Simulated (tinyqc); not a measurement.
Long-channel MOSFET, surface-potential model: one step of the calculation.

n-channel transistor on a uniformly doped p-type body, gradual-channel approximation, constant mobility, Boltzmann statistics, full ionisation. Potentials are counted from the neutral body; V is the electron quasi-Fermi potential, Vsb at the source and Vsb + Vds at the drain. Charges are magnitudes per area.

Problem. Surface potential at the source by Newton steps. With V = Vsb: G = psi - Vt + Vt e, e = exp((psi - 2 phiF - Vsb)/Vt); f = Vgs + Vsb - Vfb - psi - gamma sqrt(G); f' = -1 - gamma (1 + e)/(2 sqrt(G)); psi(new) = psi - f/f'.

Inputs (values chosen for the exercise); material values close to those of gallium arsenide: temperature T = 300 K; flat-band voltage Vfb = -0.63 V; source-body reverse bias Vsb = 0.5 V; gate-source voltage Vgs = 1.35 V.

Constants: q = 1.602176634e-19 C, kB = 1.380649e-23 J/K, Vt = kB T/q. Results are converted to the units shown.

psi at the start (the root without inversion charge) = 1.9984000 V
phiF = 0.62410047 V
gamma = 0.34290304 V^0.5

Wanted: G; f; f'; psi after iteration 1.

Solution.

G = 414.7 V
f = -6.501 V
f' = -135.4
psi after iteration 1 = 1.950 V

tinyqc, about 0.07 s, one thread, Intel Xeon 2.30GHz (shared host): `OMP_NUM_THREADS=1 python tinyqc.py 2360158 2360159 out.jsonl`
